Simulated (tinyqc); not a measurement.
Inside a calculation. Method: extended Hueckel theory, for H3+. The parameters take no account of the charge, which enters only through the electron count. Computed by tinyqc, a small Python program that keeps every step (integrals from PySCF). Settings: charge = 1, K = 2.0, weighted = 1, multiplicity = 1. Command: `OMP_NUM_THREADS=1 python tinyqc.py 24861 24862 out.jsonl` (the two numbers bound the seeds that draw the settings). One thread of a shared host (Intel(R) Xeon(R) Processor @ 2.60GHz), about 0.01 s of CPU time with the checks.

## Overlaps

Geometry (angstrom):
```
atom        x        y        z
H     0.00000  0.00000  0.00000
H     0.00000  0.00000  0.93500
H     0.00000  0.85400  0.38000
```

Parameters chosen for this run:
```
element  shell  Slater exponent  H_ii (eV)
H           1s          1.30000  -13.60000
```

Slater orbitals, each expanded in six Gaussians scaled to its exponent.

overlap S:
```
         1H 1s    2H 1s    3H 1s
1H 1s  1.00000  0.50842  0.50859
2H 1s  0.50842  1.00000  0.45781
3H 1s  0.50859  0.45781  1.00000
```

## Wolfsberg-Helmholz matrix

diagonal H_ii (eV): 1H 1s -13.60000, 2H 1s -13.60000, 3H 1s -13.60000

K = 2.00000

H_ij = K' S_ij (H_ii + H_jj)/2 for i != j (the diagonal keeps H_ii), with K' = K + D^2 + D^4 (1 - K), D = (H_ii - H_jj)/(H_ii + H_jj), K = 2.

H (eV):
```
           1H 1s      2H 1s      3H 1s
1H 1s  -13.60000  -13.82893  -13.83355
2H 1s  -13.82893  -13.60000  -12.45235
3H 1s  -13.83355  -12.45235  -13.60000
```

## Orbitals

valence electrons = 2

Solve H C = S C e through S^(-1/2); fill by pairs from the bottom, a degenerate level sharing its electrons equally; each orbital has its largest coefficient positive (the first on a tie).

orbital energies (eV): -20.34373  -2.11669  1.47856

occupations: 2.00000  0.00000  0.00000

coefficients:
```
           MO1       MO2       MO3
1H 1s  0.41906  -0.00152   1.17224
2H 1s  0.40527   0.96115  -0.60457
3H 1s  0.40532  -0.95946  -0.60750
```

sum of one-electron energies = -40.68745 eV

## Mulliken analysis

P = C n C^T; charge = valence electrons (H 1) minus the sum of (P S)_ii on the atom; overlap population = 2 sum P_ij S_ij between two atoms.

charges: 1H 0.30331, 2H 0.34842, 3H 0.34826

Overlap populations:
```
pair     value
2-1   0.345383
3-1   0.345540
3-2   0.300801
```
